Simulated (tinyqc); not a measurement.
Pair of shallow donors (hydrogen-like orbitals), step by step. Values are carried at full precision from step to step, so a last printed digit may differ when a step is redone from the rounded ones.

Each donor has the orbital exp(-r/a); energy unit Ha* = q/(eps a), q = e^2/(4 pi eps0), so that a lone donor is bound by Ha*/2; x = R/a. One electron: S = (1 + x + x^2/3) exp(-x), j = 1/x - (1 + 1/x) exp(-2x), k = (1 + x) exp(-x); levels E(+/-) = -1/2 - (j +/- k)/(1 +/- S) in Ha*, without the repulsion of the ions, split by D = |E(-) - E(+)|. In six valleys the overlaps S and k are multiplied by v = [cos(K Rx) + cos(K Ry) + cos(K Rz)]/3, K = k0 (2 pi/a_lat), for isotropic envelopes and the symmetric valley state.

Constants: e^2/(4 pi eps0) = 14.39964547 eV angstrom; hbar = 6.58211957e-16 eV s.

Values chosen for the exercise (near those of two donors in Si; the results hold for these values, not for the real material): a = 19.1 angstrom (orbital radius); eps = 11.1 (dielectric constant); n = (20.25, 0.25, 0.25) a_lat (separation vector); a_lat = 5.431 angstrom (lattice constant); k0 = 0.855 2 pi/a_lat (valley position); dV = 1.9 D (detuning between the donors, in units of D).

## Distance and integrals

Give Ha*, R, x, S, j, k and v.

Ha* = 67.9197 meV
R = 109.99 angstrom
x = 5.75887

S, j, k: 0.05620  0.17363  0.02132

v = 0.02056

## One electron on two donors

Give both levels, the splitting D = |E(-) - E(+)| and the tunnelling frequency D/(2 pi hbar).

E(+), E(-) (meV): -45.769  -45.737

D = 0.03230 meV
frequency = 7.809 GHz

The second ion deepens the mean level by 11.79 meV, against Ha*/x = 11.79 meV for a point charge. Without the valley factor D would be 1.58 meV; v is positive, so the even combination lies lower.

## Detuning by a gate

Two-level picture for one electron: with detuning u = dV D the splitting is sqrt(D^2 + u^2) and the lower state has weight (1 + u/sqrt(D^2 + u^2))/2 on the lower donor; the field needed is u/(e R), 1 meV/angstrom = 100 kV/cm.

splitting = 0.06934 meV
weight = 0.942
field = 0.0558 kV/cm

## Two electrons and exchange

Two electrons, Heitler-London: with S' = (1 - x + x^2/3) exp(x), C = 1/x - exp(-2x)(1/x + 11/8 + 3x/4 + x^2/6), X = (1/5){exp(-2x)(25/8 - 23x/4 - 3x^2 - x^3/3) + (6/x)[S^2 (0.5772157 + ln x) + S'^2 Ei(-4x) - 2 S S' Ei(-2x)]}, Q = C - 2j + 1/x and A = X - 2 S k + S^2/x, the singlet and triplet lie at (Q +/- w A)/(1 +/- w S^2) from two lone donors, with the valley weight w = v^2; the exchange is J = triplet - singlet.

Give C, X, Q, A and J.

C, X, Q, A (Ha*): 0.1735  0.001181  -9.004e-05  -0.0006666

J = 0.0383 micro-eV

A swap of the two spins takes pi hbar/J = 54.1 ns (hbar = 6.58212e-16 eV s). Against the one-electron splitting D = 0.0323 meV, J/D = 0.0012: exchange needs both electrons to tunnel and falls as exp(-2x), D as exp(-x).

## Checks

- Heitler-London binding at x = 1.6425 against the known 0.1160 hartree: both 0.1160.
- Overlap S by quadrature in spheroidal coordinates against the formula: both 0.05620.

Run: tinyqc, `OMP_NUM_THREADS=1 python tinyqc.py 1251352 1251353 out.jsonl`; Intel(R) Xeon(R) Processor @ 2.30GHz, one thread, shared host; about 0.01 s of CPU time with all checks.
